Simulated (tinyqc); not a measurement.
AlGaN/GaN HEMT with access regions, lumped model: two steps of the calculation.

A polarisation-induced electron sheet under a Schottky gate, in series with two ungated access regions and contacts. Drift law v = mu E/(1 + mu E/vs) under the gate. Currents in mA/mm, resistances in ohm mm. No self-heating, no channel-length modulation; fits for polarisation, barrier and offset are chosen for the exercise.

Inputs (values chosen for the exercise); values close to those of AlGaN/GaN structures:
```
symbol  value        unit                                               meaning
x        0.33                                    aluminium share of the barrier
d          12          nm                                     barrier thickness
eps_r       9                      relative permittivity of barrier and channel
mu       1400  cm^2/(V s)                                      channel mobility
vs      1.2e7        cm/s                                   saturation velocity
Lg       0.15          um                                           gate length
Ls        1.5          um                                  source access length
Ld         12          um                                   drain access length
Rc       0.45      ohm mm                            resistance of each contact
ft          0              share of the drain-access electrons removed by traps
Vg          0           V                                          gate voltage
Ec        2.7       MV/cm                                        critical field
te        0.5          um          depth over which the depleted charge spreads
tf         50          nm                       insulator under the field plate
ei        7.5                           relative permittivity of that insulator
```

Constants: q = 1.602176634e-19 C, eps0 = 8.8541878128e-14 F/cm where lengths are in cm. Results are converted to the units shown.

Problem 1. Polarisation charge, threshold and sheet resistance. sigma = (5e13 x + 1.6e13 x^2) cm^-2, phiB = 0.84 + 1.3 x, dEc = 0.7 (1.71 x + x^2) in volts, Cb = eps0 eps_r/d, VT = phiB - dEc - q sigma/Cb, access density n0 = -Cb VT/q. Rsh = 1/(q mu n0); largest access current q n0 vs.

Find: sigma; Cb; VT; n0; Rsh; q n0 vs.

Solution 1.

sigma = 1.824e13 cm^-2
Cb = 0.6641 uF/cm^2
VT = -3.604 V
n0 = 1.494e13 cm^-2
Rsh = 298.5 ohm
q n0 vs = 2872 mA/mm

Problem 2. On-resistance and breakdown. Ron = 2 Rc + Ls/(q mu n0) + Ld/(q mu (1 - ft) n0) + Lg/(mu Cb (Vg - VT)). Off state: a depleted stretch that holds the voltage V has the peak field sqrt(k V), k = 2 q n0/(eps0 eps_r te), so one edge holds V1 = Ec^2/k. The sheet under the plate pinches off at Vf = q n0 (1/Cb + tf/(eps0 ei)); beyond it the gate edge is screened. BV = V1 if Vf >= V1, else Vf + V1, and at most Ec Ld. Specific resistance Ron (Ls + Lg + Ld); figure of merit BV^2 over it.

Wanted: Ron; Vf; V1; BV; specific resistance; figure of merit.

Solution 2.

Ron = 4.974 ohm mm
Vf = 21.62 V
V1 = 60.69 V
BV = 82.31 V
specific resistance = 0.6790 mohm cm^2
figure of merit = 9.978 MW/cm^2

The plate raises BV by a factor of 1.36.

Computed by the program tinyqc: `OMP_NUM_THREADS=1 python tinyqc.py 2570135 2570136 out.jsonl`, one thread of a shared Intel Xeon 2.30GHz, about 0.03 s for the whole run.
